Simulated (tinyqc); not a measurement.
Drifting, spreading and decaying minority pulse (Haynes-Shockley), Crank-Nicolson time steps: two steps of the calculation.

Low injection in a uniform field: dn/dt = D d2n/dx2 - v dn/dx - n/tau with D = mu Vt and v = mu F towards +x. Exact solution on an infinite bar for a Gaussian start at x0: n = N0 exp(-t/tau) exp(-(x - x0 - v t)^2/(2 s^2))/sqrt(2 pi s^2), s^2 = s0^2 + 2 D t.

Parameters, values chosen for the exercise; mobility close to that of silicon at room temperature: temperature T = 300 K; minority-carrier mobility mu = 469 cm^2/(V s); sweep field along the drift F = 28 V/cm; mesh step hx = 16 um; lifetime tau = 1.7e-6 s; time step dt = 1.8e-7 s.

Constants: q = 1.602176634e-19 C, kB = 1.380649e-23 J/K, Vt = kB T/q. Results are converted to the units shown.

Question 1. Coefficients of the scheme. Exponentially fitted fluxes: d = F hx/Vt, B(d) = d/(exp(d) - 1), k = D dt/hx^2; (L n)_i = a n_(i-1) + b n_i + c n_(i+1) with a = k B(-d), c = k B(d), b = -a - c - dt/tau. Explicit steps keep n positive for dt up to 1/[(D/hx^2)(B(d) + B(-d)) + 1/tau].

Wanted: D; v; d; a; b; c; positivity limit of dt.

Answer 1.

D = 12.12 cm^2/s
v = 1.313e4 cm/s
d = 1.733
a = 1.795
b = -2.218
c = 0.3172
positivity limit of dt = 8.117e-8 s

Question 2. Densities after a time step. (L n)_i = a n_(i-1) + b n_i + c n_(i+1), n = 0 beyond the ends. Crank-Nicolson step: solve n(new) - L n(new)/2 = n + L n/2.

a = 1.7945638
b = -2.2176599
c = 0.31721376

| node | n at t = 1 dt (1e13 cm^-3) |
|---|---|
| 1 | 0.0353969 |
| 2 | 0.1521975 |
| 3 | 0.3858844 |
| 4 | 0.9049748 |
| 5 | 1.4924170 |
| 6 | 1.3178985 |
| 7 | 0.7279707 |
| 8 | 0.3325185 |
| 9 | 0.1466877 |
| 10 | 0.0644813 |
| 11 | 0.0274360 |

Find: n at t = 2 dt.

Answer 2.

| node | n at t = 2 dt (1e13 cm^-3) |
|---|---|
| 1 | 0.014 |
| 2 | 0.054 |
| 3 | 0.162 |
| 4 | 0.346 |
| 5 | 0.627 |
| 6 | 0.965 |
| 7 | 1.017 |
| 8 | 0.773 |
| 9 | 0.489 |
| 10 | 0.280 |
| 11 | 0.145 |

Computed by the program tinyqc: `OMP_NUM_THREADS=1 python tinyqc.py 2310046 2310047 out.jsonl`, one thread of a shared Intel Xeon 2.30GHz, about 0.01 s for the whole run.
